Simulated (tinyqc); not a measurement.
UKS/PBE in the sto-3g basis, for H4+, spin multiplicity 2, step by step. Computed by tinyqc, a small Python program that keeps every step (integrals from PySCF). Settings: charge = 1, multiplicity = 2, basis = sto-3g, energy threshold = 1e-08, iteration cap = 85, orthogonalisation = canonical, start = highest core orbitals, DIIS depth = 0, damping = 0.2, method = UKS, functional = pbe,pbe, grid = [15, 50]. Command: `OMP_NUM_THREADS=1 python tinyqc.py 20143 20144 out.jsonl` (the two numbers bound the seeds that draw the settings). One thread of a shared host (Intel(R) Xeon(R) Processor @ 2.60GHz), about 2 s of CPU time with the checks. Later iterations appear only in the table of the cycle.

## One-electron integrals

Geometry (angstrom):

| atom | x | y | z |
|---|---|---|---|
| H | 0.000000 | 0.000000 | 0.000000 |
| H | 0.000000 | 0.000000 | 1.162000 |
| H | 0.000000 | 1.327000 | 0.000000 |
| H | 0.000000 | 1.327000 | 1.162000 |

Basis sto-3g: exponents (1/bohr^2) and contraction coefficients of normalised primitives:

| element | l (shell) | exponent | coefficient |
|---|---|---|---|
| H | s (1) | 3.425251 | 0.154329 |
| H | s (1) | 0.623914 | 0.535328 |
| H | s (1) | 0.168855 | 0.444635 |

Overlap, kinetic and nuclear-attraction integrals over the contracted functions; the nuclear repulsion is the sum of Za Zb / Rab.

nuclear repulsion = 2.30838294 hartree

overlap S, lower triangle:
```
          1H 1s     2H 1s     3H 1s     4H 1s
1H 1s  1.000000
2H 1s  0.406470  1.000000
3H 1s  0.326907  0.173529  1.000000
4H 1s  0.173529  0.326907  0.406470  1.000000
```

kinetic energy T (hartree), lower triangle:
```
           1H 1s      2H 1s     3H 1s     4H 1s
1H 1s   0.760032
2H 1s   0.061694   0.760032
3H 1s   0.029518  -0.005047  0.760032
4H 1s  -0.005047   0.029518  0.061694  0.760032
```

nuclear attraction V (hartree), lower triangle:
```
           1H 1s      2H 1s      3H 1s      4H 1s
1H 1s  -2.369719
2H 1s  -0.895978  -2.369719
3H 1s  -0.705980  -0.381857  -2.369719
4H 1s  -0.381857  -0.705980  -0.895978  -2.369719
```

core Hamiltonian H = T + V (hartree), lower triangle:
```
           1H 1s      2H 1s      3H 1s      4H 1s
1H 1s  -1.609687
2H 1s  -0.834285  -1.609687
3H 1s  -0.676463  -0.386904  -1.609687
4H 1s  -0.386904  -0.676463  -0.834285  -1.609687
```

## Two-electron integrals

Functions are numbered as in S; the eight-fold symmetry (ij|kl) = (ji|kl) = (kl|ij) leaves the list below.

Two-electron integrals (ij|kl) in chemists' order, unique and non-zero (hartree):
```
(11|11) 0.774606   (21|11) 0.240927   (21|21) 0.101594   (22|11) 0.428532
(22|21) 0.240927   (22|22) 0.774606   (31|11) 0.184344   (31|21) 0.062987
(31|22) 0.122154   (31|31) 0.063122   (32|11) 0.080878   (32|21) 0.035306
(32|22) 0.086511   (32|31) 0.028704   (32|32) 0.016186   (33|11) 0.384833
(33|21) 0.142628   (33|22) 0.297623   (33|31) 0.184344   (33|32) 0.086511
(33|33) 0.774606   (41|11) 0.086511   (41|21) 0.035306   (41|22) 0.080878
(41|31) 0.028704   (41|32) 0.015924   (41|33) 0.080878   (41|41) 0.016186
(42|11) 0.122154   (42|21) 0.062987   (42|22) 0.184344   (42|31) 0.042122
(42|32) 0.028704   (42|33) 0.122154   (42|41) 0.028704   (42|42) 0.063122
(43|11) 0.142628   (43|21) 0.060382   (43|22) 0.142628   (43|31) 0.062987
(43|32) 0.035306   (43|33) 0.240927   (43|41) 0.035306   (43|42) 0.062987
(43|43) 0.101594   (44|11) 0.297623   (44|21) 0.142628   (44|22) 0.384833
(44|31) 0.122154   (44|32) 0.080878   (44|33) 0.428532   (44|41) 0.086511
(44|42) 0.184344   (44|43) 0.240927   (44|44) 0.774606
```

## Orthogonalisation

S = U s U^T; canonical form X = U s^(-1/2), so that X^T S X = 1. Each column of U has its largest component positive (the first on a tie).

eigenvalues of S: 0.440152  0.746908  0.906034  1.906906

X:
```
               1          2          3         4
1H 1s   0.753649   0.578544   0.525288  0.362081
2H 1s  -0.753649  -0.578544   0.525288  0.362081
3H 1s  -0.753649   0.578544  -0.525288  0.362081
4H 1s   0.753649  -0.578544  -0.525288  0.362081
```

## Starting guess

The start is the highest orbitals of the core Hamiltonian (a deliberately bad start); D(s) = C_occ C_occ^T for each spin.

D(alpha) at the start, lower triangle:
```
           1H 1s      2H 1s      3H 1s     4H 1s
1H 1s   0.902699
2H 1s  -0.902699   0.902699
3H 1s  -0.233273   0.233273   0.902699
4H 1s   0.233273  -0.233273  -0.902699  0.902699
```

D(beta) at the start, lower triangle:
```
           1H 1s      2H 1s      3H 1s     4H 1s
1H 1s   0.567986
2H 1s  -0.567986   0.567986
3H 1s  -0.567986   0.567986   0.567986
4H 1s   0.567986  -0.567986  -0.567986  0.567986
```

## Iteration 1: exchange-correlation on the grid

Becke grid with 15 radial and 50 angular points per atom, points of zero weight dropped. rho = sum D_ij phi_i phi_j; V_xc,ij = sum w v_xc phi_i phi_j plus the gradient terms; v_xc is d(rho eps)/d rho(s) for spin s at fixed gradient.

The 12 grid points with the largest w rho, of 2960 (bohr, atomic units):

| x | y | z | w | rho(alpha) | rho(beta) | eps_xc | v_xc(alpha) |
|---|---|---|---|---|---|---|---|
| 0.000000 | 3.334301 | 3.022496 | 0.162960 | 0.024417 | 0.014126 | -0.319282 | -0.369601 |
| 0.000000 | -0.826635 | 3.022496 | 0.162960 | 0.024417 | 0.014126 | -0.319282 | -0.369601 |
| 0.000000 | 3.334301 | -0.826635 | 0.162960 | 0.024417 | 0.014126 | -0.319282 | -0.369601 |
| 0.000000 | -0.826635 | -0.826635 | 0.162960 | 0.024417 | 0.014126 | -0.319282 | -0.369601 |
| 0.826635 | 2.507667 | 3.022496 | 0.162812 | 0.023853 | 0.012250 | -0.316871 | -0.363031 |
| -0.826635 | 2.507667 | 3.022496 | 0.162812 | 0.023853 | 0.012250 | -0.316871 | -0.363031 |
| 0.826635 | 2.507667 | -0.826635 | 0.162812 | 0.023853 | 0.012250 | -0.316871 | -0.363031 |
| -0.826635 | 0.000000 | 3.022496 | 0.162812 | 0.023853 | 0.012250 | -0.316871 | -0.363031 |
| 0.826635 | 0.000000 | 3.022496 | 0.162812 | 0.023853 | 0.012250 | -0.316871 | -0.363031 |
| -0.826635 | 2.507667 | -0.826635 | 0.162812 | 0.023853 | 0.012250 | -0.316871 | -0.363031 |
| 0.826635 | 0.000000 | -0.826635 | 0.162812 | 0.023853 | 0.012250 | -0.316871 | -0.363031 |
| -0.826635 | 0.000000 | -0.826635 | 0.162812 | 0.023853 | 0.012250 | -0.316871 | -0.363031 |

electrons on the grid, sum of w rho = 3.000043

E_xc = sum of w rho eps_xc = -1.15559927 hartree

V_xc(alpha) (hartree), lower triangle:
```
           1H 1s      2H 1s      3H 1s      4H 1s
1H 1s  -0.434928
2H 1s  -0.140589  -0.434928
3H 1s  -0.116175  -0.057012  -0.434928
4H 1s  -0.057012  -0.116175  -0.140589  -0.434928
```

V_xc(beta) (hartree), lower triangle:
```
           1H 1s      2H 1s      3H 1s      4H 1s
1H 1s  -0.374950
2H 1s  -0.120919  -0.374950
3H 1s  -0.096733  -0.047735  -0.374950
4H 1s  -0.047735  -0.096733  -0.120919  -0.374950
```

## Iteration 1: building the Kohn-Sham matrix

J_ij = sum D_kl (ij|kl) with D = D(alpha) + D(beta); F = H + J + V_xc; E = tr D H + tr D J / 2 + E_xc + E_nn.

Coulomb J (hartree), lower triangle:
```
          1H 1s     2H 1s     3H 1s     4H 1s
1H 1s  1.422012
2H 1s  0.563030  1.422012
3H 1s  0.454327  0.244117  1.422012
4H 1s  0.244117  0.454327  0.563030  1.422012
```

F(alpha) (hartree), lower triangle:
```
           1H 1s      2H 1s      3H 1s      4H 1s
1H 1s  -0.622603
2H 1s  -0.411844  -0.622603
3H 1s  -0.338311  -0.199798  -0.622603
4H 1s  -0.199798  -0.338311  -0.411844  -0.622603
```

F(beta) (hartree), lower triangle:
```
           1H 1s      2H 1s      3H 1s      4H 1s
1H 1s  -0.562625
2H 1s  -0.392174  -0.562625
3H 1s  -0.318868  -0.190521  -0.562625
4H 1s  -0.190521  -0.318868  -0.392174  -0.562625
```

total energy of this density = -0.29094105 hartree

This density is the starting one.

## Iteration 1: diagonalisation and new density

Diagonalise F' = X^T F X, C = X C', fill 2 alpha and 1 beta electrons from the bottom; D(s) = C_occ C_occ^T; the new density keeps 0.2 of the old one (damping). Each column has its largest component positive (the first on a tie).

F' = X^T F X (alpha) (hartree), lower triangle:
```
           1          2          3          4
1  -0.164139
2   0.000000  -0.467623
3   0.000000   0.000000  -0.547813
4   0.000000   0.000000   0.000000  -0.824664
```

orbital energies (alpha) (hartree): MO1 -0.824664, MO2 -0.547813, MO3 -0.467623, MO4 -0.164139

coefficients C (alpha):
```
            MO1        MO2        MO3        MO4
1H 1s  0.362081   0.525288   0.578544   0.753649
2H 1s  0.362081   0.525288  -0.578544  -0.753649
3H 1s  0.362081  -0.525288   0.578544  -0.753649
4H 1s  0.362081  -0.525288  -0.578544   0.753649
```

F' = X^T F X (beta) (hartree), lower triangle:
```
           1          2          3          4
1  -0.095657
2   0.000000  -0.400046
3   0.000000   0.000000  -0.491603
4   0.000000   0.000000   0.000000  -0.767835
```

orbital energies (beta) (hartree): MO1 -0.767835, MO2 -0.491603, MO3 -0.400046, MO4 -0.095657

coefficients C (beta):
```
            MO1        MO2        MO3        MO4
1H 1s  0.362081   0.525288   0.578544   0.753649
2H 1s  0.362081   0.525288  -0.578544  -0.753649
3H 1s  0.362081  -0.525288   0.578544  -0.753649
4H 1s  0.362081  -0.525288  -0.578544   0.753649
```

D(alpha) after iteration 1, lower triangle:
```
           1H 1s      2H 1s     3H 1s     4H 1s
1H 1s   0.506164
2H 1s   0.145084   0.506164
3H 1s  -0.162515  -0.069206  0.506164
4H 1s  -0.069206  -0.162515  0.145084  0.506164
```

D(beta) after iteration 1, lower triangle:
```
           1H 1s      2H 1s      3H 1s     4H 1s
1H 1s   0.218479
2H 1s  -0.008715   0.218479
3H 1s  -0.008715   0.218479   0.218479
4H 1s   0.218479  -0.008715  -0.008715  0.218479
```

## Iteration 2: exchange-correlation on the grid

As before.

The 12 grid points with the largest w rho, of 2960 (bohr, atomic units):

| x | y | z | w | rho(alpha) | rho(beta) | eps_xc | v_xc(alpha) |
|---|---|---|---|---|---|---|---|
| 0.000000 | 0.826635 | 0.826635 | 0.133465 | 0.025306 | 0.018762 | -0.312341 | -0.400862 |
| 0.000000 | 1.681032 | 1.369227 | 0.133465 | 0.025306 | 0.018762 | -0.312341 | -0.400862 |
| 0.000000 | 1.681032 | 0.826635 | 0.133465 | 0.025306 | 0.018762 | -0.312341 | -0.400862 |
| 0.000000 | 0.826635 | 1.369227 | 0.133465 | 0.025306 | 0.018762 | -0.312341 | -0.400862 |
| -0.826635 | 0.000000 | 0.826635 | 0.131745 | 0.026266 | 0.012421 | -0.308454 | -0.396215 |
| 0.826635 | 0.000000 | 0.826635 | 0.131745 | 0.026266 | 0.012421 | -0.308454 | -0.396215 |
| -0.826635 | 2.507667 | 1.369227 | 0.131745 | 0.026266 | 0.012421 | -0.308454 | -0.396215 |
| 0.826635 | 2.507667 | 1.369227 | 0.131745 | 0.026266 | 0.012421 | -0.308454 | -0.396215 |
| 0.826635 | 2.507667 | 0.826635 | 0.131745 | 0.026266 | 0.012421 | -0.308454 | -0.396215 |
| -0.826635 | 2.507667 | 0.826635 | 0.131745 | 0.026266 | 0.012421 | -0.308454 | -0.396215 |
| 0.826635 | 0.000000 | 1.369227 | 0.131745 | 0.026266 | 0.012421 | -0.308454 | -0.396215 |
| -0.826635 | 0.000000 | 1.369227 | 0.131745 | 0.026266 | 0.012421 | -0.308454 | -0.396215 |

electrons on the grid, sum of w rho = 3.002146

E_xc = sum of w rho eps_xc = -0.98107033 hartree

V_xc(alpha) (hartree), lower triangle:
```
           1H 1s      2H 1s      3H 1s      4H 1s
1H 1s  -0.438516
2H 1s  -0.162845  -0.438516
3H 1s  -0.122465  -0.065974  -0.438516
4H 1s  -0.065974  -0.122465  -0.162845  -0.438516
```

V_xc(beta) (hartree), lower triangle:
```
           1H 1s      2H 1s      3H 1s      4H 1s
1H 1s  -0.376000
2H 1s  -0.140232  -0.376000
3H 1s  -0.109205  -0.059166  -0.376000
4H 1s  -0.059166  -0.109205  -0.140232  -0.376000
```

## Iteration 2: building the Kohn-Sham matrix

As before.

Coulomb J (hartree), lower triangle:
```
          1H 1s     2H 1s     3H 1s     4H 1s
1H 1s  1.416003
2H 1s  0.577998  1.416003
3H 1s  0.459658  0.251780  1.416003
4H 1s  0.251780  0.459658  0.577998  1.416003
```

F(alpha) (hartree), lower triangle:
```
           1H 1s      2H 1s      3H 1s      4H 1s
1H 1s  -0.632200
2H 1s  -0.419131  -0.632200
3H 1s  -0.339270  -0.201097  -0.632200
4H 1s  -0.201097  -0.339270  -0.419131  -0.632200
```

F(beta) (hartree), lower triangle:
```
           1H 1s      2H 1s      3H 1s      4H 1s
1H 1s  -0.569685
2H 1s  -0.396518  -0.569685
3H 1s  -0.326010  -0.194289  -0.569685
4H 1s  -0.194289  -0.326010  -0.396518  -0.569685
```

total energy of this density = -1.43367031 hartree

This density is a damped mixture and is not idempotent.

## Iteration 2: diagonalisation and new density

As before.

F' = X^T F X (alpha) (hartree), lower triangle:
```
           1          2          3          4
1  -0.170158
2   0.000000  -0.470261
3   0.000000   0.000000  -0.563957
4   0.000000   0.000000   0.000000  -0.834702
```

orbital energies (alpha) (hartree): MO1 -0.834702, MO2 -0.563957, MO3 -0.470261, MO4 -0.170158

coefficients C (alpha):
```
            MO1        MO2        MO3        MO4
1H 1s  0.362081   0.525288   0.578544   0.753649
2H 1s  0.362081   0.525288  -0.578544  -0.753649
3H 1s  0.362081  -0.525288   0.578544  -0.753649
4H 1s  0.362081  -0.525288  -0.578544   0.753649
```

F' = X^T F X (beta) (hartree), lower triangle:
```
           1          2          3          4
1  -0.094162
2   0.000000  -0.408200
3   0.000000   0.000000  -0.492148
4   0.000000   0.000000   0.000000  -0.779536
```

orbital energies (beta) (hartree): MO1 -0.779536, MO2 -0.492148, MO3 -0.408200, MO4 -0.094162

coefficients C (beta):
```
            MO1        MO2        MO3        MO4
1H 1s  0.362081   0.525288   0.578544   0.753649
2H 1s  0.362081   0.525288  -0.578544  -0.753649
3H 1s  0.362081  -0.525288   0.578544  -0.753649
4H 1s  0.362081  -0.525288  -0.578544   0.753649
```

D(alpha) after iteration 2, lower triangle:
```
           1H 1s      2H 1s     3H 1s     4H 1s
1H 1s   0.426857
2H 1s   0.354641   0.426857
3H 1s  -0.148363  -0.129701  0.426857
4H 1s  -0.129701  -0.148363  0.354641  0.426857
```

D(beta) after iteration 2, lower triangle:
```
          1H 1s     2H 1s     3H 1s     4H 1s
1H 1s  0.148578
2H 1s  0.103139  0.148578
3H 1s  0.103139  0.148578  0.148578
4H 1s  0.148578  0.103139  0.103139  0.148578
```

## Iteration 14 (converged): orbitals

converged F(alpha) (hartree), lower triangle:
```
           1H 1s      2H 1s      3H 1s      4H 1s
1H 1s  -0.630559
2H 1s  -0.418603  -0.630559
3H 1s  -0.338224  -0.200509  -0.630559
4H 1s  -0.200509  -0.338224  -0.418603  -0.630559
```

converged F(beta) (hartree), lower triangle:
```
           1H 1s      2H 1s      3H 1s      4H 1s
1H 1s  -0.566292
2H 1s  -0.395540  -0.566292
3H 1s  -0.326877  -0.194240  -0.566292
4H 1s  -0.194240  -0.326877  -0.395540  -0.566292
```

Diagonalise F' = X^T F X, C = X C', fill 2 alpha and 1 beta electrons from the bottom; D(s) = C_occ C_occ^T. Each column has its largest component positive (the first on a tie).

F' = X^T F X (alpha) (hartree), lower triangle:
```
           1          2          3          4
1  -0.168672
2   0.000000  -0.468158
3   0.000000   0.000000  -0.563368
4   0.000000   0.000000   0.000000  -0.832708
```

orbital energies (alpha) (hartree): MO1 -0.832708, MO2 -0.563368, MO3 -0.468158, MO4 -0.168672

coefficients C (alpha):
```
            MO1        MO2        MO3        MO4
1H 1s  0.362081   0.525288   0.578544   0.753649
2H 1s  0.362081   0.525288  -0.578544  -0.753649
3H 1s  0.362081  -0.525288   0.578544  -0.753649
4H 1s  0.362081  -0.525288  -0.578544   0.753649
```

F' = X^T F X (beta) (hartree), lower triangle:
```
           1          2          3          4
1  -0.086594
2   0.000000  -0.406193
3   0.000000   0.000000  -0.486422
4   0.000000   0.000000   0.000000  -0.777673
```

orbital energies (beta) (hartree): MO1 -0.777673, MO2 -0.486422, MO3 -0.406193, MO4 -0.086594

coefficients C (beta):
```
            MO1        MO2        MO3        MO4
1H 1s  0.362081   0.525288   0.578544   0.753649
2H 1s  0.362081   0.525288  -0.578544  -0.753649
3H 1s  0.362081  -0.525288   0.578544  -0.753649
4H 1s  0.362081  -0.525288  -0.578544   0.753649
```

D(alpha) after iteration 14, lower triangle:
```
           1H 1s      2H 1s     3H 1s     4H 1s
1H 1s   0.407030
2H 1s   0.407030   0.407030
3H 1s  -0.144825  -0.144825  0.407030
4H 1s  -0.144825  -0.144825  0.407030  0.407030
```

D(beta) after iteration 14, lower triangle:
```
          1H 1s     2H 1s     3H 1s     4H 1s
1H 1s  0.131102
2H 1s  0.131102  0.131102
3H 1s  0.131102  0.131102  0.131102
4H 1s  0.131102  0.131102  0.131102  0.131102
```

## Convergence

Stop when the energy changes by less than 1e-08 hartree and every element of the error matrix X^T (F D S - S D F) X (for each spin) is below 3e-05.

Course of the cycle:

| iteration | E (hartree) | change | largest element of the error matrix |
|---|---|---|---|
| 1 | -0.29094105 | - | 5.71e-16 |
| 2 | -1.43367031 | -1.14e+00 | 1.15e-15 |
| 3 | -1.66508498 | -2.31e-01 | 9.92e-16 |
| 4 | -1.71146981 | -4.64e-02 | 1.50e-15 |
| 5 | -1.72075086 | -9.28e-03 | 6.97e-16 |
| 6 | -1.72260724 | -1.86e-03 | 7.47e-16 |
| 7 | -1.72297852 | -3.71e-04 | 9.40e-16 |
| 8 | -1.72305277 | -7.43e-05 | 9.42e-16 |
| 9 | -1.72306763 | -1.49e-05 | 6.81e-16 |
| 10 | -1.72307060 | -2.97e-06 | 5.27e-16 |
| 11 | -1.72307119 | -5.94e-07 | 1.27e-15 |
| 12 | -1.72307131 | -1.19e-07 | 1.19e-15 |
| 13 | -1.72307133 | -2.38e-08 | 1.54e-15 |
| 14 | -1.72307134 | -4.75e-09 | 1.10e-15 |

PySCF UKS in the same basis, fine grid, after a stability check = -1.72256281 hartree

Converged in 14 iterations. The coarse grid moves the energy by -5.09e-04 hartree.

## Populations, bond orders and dipole

Mulliken: Z minus the diagonal of D S on the atom; Loewdin: the same with S^(1/2) D S^(1/2); Mayer order: 2 sum_s sum (D(s) S)_ij (D(s) S)_ji over the two atoms.

Charges (e):

| atom | Mulliken | Loewdin | Mulliken spin |
|---|---|---|---|
| 1H | 0.250000 | 0.250000 | 0.250000 |
| 2H | 0.250000 | 0.250000 | 0.250000 |
| 3H | 0.250000 | 0.250000 | 0.250000 |
| 4H | 0.250000 | 0.250000 | 0.250000 |

Mayer bond orders:

| pair | order |
|---|---|
| 2-1 | 0.625000 |
| 3-1 | 0.125000 |
| 3-2 | 0.125000 |
| 4-1 | 0.125000 |
| 4-2 | 0.125000 |
| 4-3 | 0.625000 |

dipole moment about the origin, x y z (debye): 0.000000  3.186926  2.790662

<S^2> of the determinant (pure state: 0.75) = 0.750000
